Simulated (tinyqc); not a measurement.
Thermal resistances of a two-die stack.

Question. Heat leaves through the lower die only, and the system is linear. Find the resistance R1 from the lower die to the coolant, R2 between the dies, and the rise of the upper die when both are powered.

Parameters, values chosen for the exercise:
- P1 = 21 W (power of the lower die)
- P2 = 14 W (power of the upper die)

rises of the lower and upper die with only the lower one powered (K): [7.98, 7.98]
rises of the lower and upper die with only the upper one powered (K): [5.32, 11.62]

Answer. With only the lower die powered no heat crosses R2, so both dies rise by P1 R1; the difference in the second test is P2 R2; rises add.

R1 = 0.380 K/W
R2 = 0.450 K/W
rise of the upper die = 19.6 K

Program tinyqc, `OMP_NUM_THREADS=1 python tinyqc.py 2162151 2162152 out.jsonl`; Intel Xeon 2.30GHz, shared host, one thread, about 0.05 s.
